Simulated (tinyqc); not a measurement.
Force balance against energy balance: elastic strain and critical thickness of a cubic alloy layer A(1-x)B(x) on a thick substrate. Computed by tinyqc, a small Python program. Command: `OMP_NUM_THREADS=1 python tinyqc.py 3019882 3019883 out.jsonl misfit walk`. One thread of a shared host (Intel(R) Xeon(R) Processor @ 2.30GHz), about 0.01 s of CPU time with the checks.

Strain is positive in tension. The layer is coherent with the substrate unless said otherwise.

Inputs (values chosen for the exercise, for a model alloy):
```
quantity,value,unit
fraction x of B,0.66,-
lattice constant a_A,5.658,angstrom
lattice constant a_B,5.431,angstrom
substrate lattice constant a_S,5.659,angstrom
```

Growth plane: (001). Layer: uncapped. Misfit dislocation: 60-degree.

C11, C12, C44 of A (GPa): [122.9, 48.04, 72.57]

C11, C12, C44 of B (GPa): [178.5, 65.22, 78.09]

Method:
- a = (1 - x) a_A + x a_B, the same rule for each C_ij; misfit f = (a_S - a)/a, the in-plane strain of the coherent layer.
- Voigt averages: G = (C11 - C12 + 3 C44)/5, B = (C11 + 2 C12)/3, nu = (3 B - 2 G)/(2 (3 B + G)); b = a/sqrt(2). The 60-degree dislocation has cos alpha = 1/2, and cos lambda = 1/2 on (001).
- Matthews-Blakeslee: h_c = A [ln(h_c/b) + 1], A = b (1 - nu cos^2 alpha)/(8 pi |f| (1 + nu) cos lambda), the factor 8 pi being that of an uncapped layer.
- People-Bean: h_c = P ln(h_c/b), P = (1 - nu)/(1 + nu) b^2/(16 pi sqrt(2) a f^2). The misfit is scaled by 0.25, 0.4, 0.6, 1, 1.5, 2.2 at fixed a, b and nu; the upper root is taken, and rows with A < 1.3 b or P < 3 b, where the roots shrink to the core size or vanish, are left out.

misfit f = 0.0273811

prefactor A = 0.883202 nm

Poisson ratio nu = 0.213310

Burgers vector b = 0.389487 nm

free lattice constant a = 5.50818 angstrom

Critical thickness:
```
|f| (%),Matthews-Blakeslee (nm),People-Bean (nm),ratio
0.6845,16.840,367.16,21.803
1.0952,9.187,120.00,13.062
1.6429,5.321,44.00,8.269
2.7381,2.539,11.28,4.442
4.1072,1.297,3.08,2.373
```

What follows from these numbers?

The exponents d ln h_c/d ln f are -1.29 and -2.38 between the first rows, steeper than the -1 and -2 of the prefactors because of the logarithm. The ratio falls from 21.8 to 2.37 as the misfit grows. Where People-Bean lies above, a layer between the lines is metastable: dislocations would lower the energy but have to be nucleated. Above about 2 % misfit islands may come first.
